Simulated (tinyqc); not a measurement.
LDA (VWN5) atom on a uniform radial grid, spin-unpolarised, for Be+, step by step. Computed by tinyqc, a small Python program that keeps every step. Settings: Z = 4, points = 128, R = 9.2, functional = lda,vwn, mixing = 1.0, iteration cap = 76. Command: `OMP_NUM_THREADS=1 python tinyqc.py 23325 23326 out.jsonl` (the two numbers bound the seeds that draw the settings). One thread of a shared host (Intel(R) Xeon(R) Processor @ 2.60GHz), about 0.06 s of CPU time with the checks. Later iterations appear only in the table of the cycle.

## Iteration 1

Spherical atom on a uniform radial grid r_j = j h with h = R/(N + 1), h sum u^2 = 1 and integrals as h times sums, u(0) = u(R) = 0 (atomic units):
```
parameter           value
Z                       4
points N              128
R                9.200000
h                0.071318
mixing           1.000000
electrons in 1s         2
electrons in 2s         1
```

Three-point differences turn -u''/2 + [l(l+1)/2r^2 - Z/r + V] u = e u into a tridiagonal matrix (diagonal 1/h^2 + potential, off-diagonal -1/2h^2). D = sum f u^2; the Hartree potential y/r solves y'' = -D/r with y(0) = 0, y(R) = N_e; v_xc comes from rho = D/(4 pi r^2); E = sum f e - int D V + int D (V_H/2 + eps_xc); V(new) = V + mixing (V_H + v_xc - V).

eigenvalues (hartree): 1s -7.843544, 2s -1.989930

Every 8th grid point:
```
r             V in     u(1s)      u(2s)         D       V_H       v_xc
0.570543  0.000000  0.941354  -0.134873  1.790484  4.148737  -0.820547
1.141085  0.000000  0.197980  -0.840246  0.784406  2.429876  -0.412866
1.711628  0.000000  0.031229  -0.766785  0.589910  1.716148  -0.295394
2.282171  0.000000  0.004379  -0.482918  0.233248  1.308520  -0.187570
2.852713  0.000000  0.000576  -0.255741  0.065404  1.050719  -0.112178
3.423256  0.000000  0.000073  -0.122338  0.014967  0.876229  -0.064790
3.993798  0.000000  0.000009  -0.054722  0.002994  0.751147  -0.036428
4.564341  0.000000  1.07e-06  -0.023336  0.000545  0.657267  -0.019985
5.134884  0.000000  1.27e-07  -0.009603  0.000092  0.584239  -0.010715
5.705426  0.000000  1.48e-08  -0.003843  0.000015  0.525815  -0.005628
6.275969  0.000000  1.71e-09  -0.001505  2.26e-06  0.478014  -0.002905
6.846512  0.000000  1.96e-10  -0.000578  3.34e-07  0.438179  -0.001479
7.417054  0.000000  2.24e-11  -0.000219  4.78e-08  0.404473  -0.000744
7.987597  0.000000         0  -0.000081  6.51e-09  0.375582  -0.000368
8.558140  0.000000         0  -0.000027  7.34e-10  0.350543  -0.000171
9.128682  0.000000         0  -2.46e-06         0  0.328635  -0.000033
```

total energy = -13.37751534 hartree

## Iteration 2

As before.

eigenvalues (hartree): 1s -3.678937, 2s -0.402720

Every 8th grid point:
```
r             V in     u(1s)      u(2s)         D       V_H       v_xc
0.570543  3.328189  1.006618   0.057220  2.029833  3.775972  -0.853541
1.141085  2.017010  0.325611  -0.433489  0.399958  2.221250  -0.335938
1.711628  1.420754  0.086972  -0.650672  0.438503  1.604151  -0.269959
2.282171  1.120950  0.021519  -0.651824  0.425801  1.259457  -0.224835
2.852713  0.938541  0.005104  -0.551818  0.304556  1.031423  -0.177724
3.423256  0.811439  0.001180  -0.426555  0.181952  0.869029  -0.136558
3.993798  0.714718  0.000268  -0.312056  0.097379  0.748533  -0.103344
4.564341  0.637282  0.000060  -0.220228  0.048500  0.656335  -0.077514
5.134884  0.573524  0.000013  -0.151557  0.022969  0.583914  -0.057784
5.705426  0.520187  2.98e-06  -0.102300  0.010465  0.525705  -0.042844
6.275969  0.475109  6.59e-07  -0.067865  0.004606  0.477979  -0.031566
6.846512  0.436701  1.45e-07  -0.044127  0.001947  0.438169  -0.023033
7.417054  0.403730  3.18e-08  -0.027785  0.000772  0.404471  -0.016501
7.987597  0.375214  6.97e-09  -0.016325  0.000267  0.375582  -0.011326
8.558140  0.350372  1.48e-09  -0.007845  0.000062  0.350543  -0.006842
9.128682  0.328601  1.05e-10  -0.000838  7.03e-07  0.328635  -0.001561
```

total energy = -13.78558314 hartree

## Convergence

Stop when input and output potentials agree to 1e-7.

Course of the cycle (hartree):
```
iteration             E      e(1s)      e(2s)  largest |V(out) - V(in)|
1          -13.37751534  -7.843544  -1.989930                  5.74e+00
2          -13.78558314  -3.678937  -0.402720                  1.05e+00
3          -13.79849749  -4.244784  -0.509252                  2.05e-01
4          -13.79899499  -4.142149  -0.495415                  4.03e-02
5          -13.79901416  -4.162048  -0.498034                  7.91e-03
6          -13.79901490  -4.158156  -0.497528                  1.55e-03
7          -13.79901493  -4.158920  -0.497627                  3.05e-04
8          -13.79901493  -4.158770  -0.497608                  5.99e-05
9          -13.79901493  -4.158799  -0.497611                  1.18e-05
10         -13.79901493  -4.158794  -0.497611                  2.31e-06
11         -13.79901493  -4.158795  -0.497611                  4.54e-07
12         -13.79901493  -4.158795  -0.497611                  8.92e-08
```

Converged in 12 iterations. A uniform grid resolves the cusp poorly: for a bare nucleus this grid gives 1s at -7.84354 against -Z^2/2 = -8 hartree. Before convergence this energy mixes input and output and is not variational, so it may rise towards its limit.
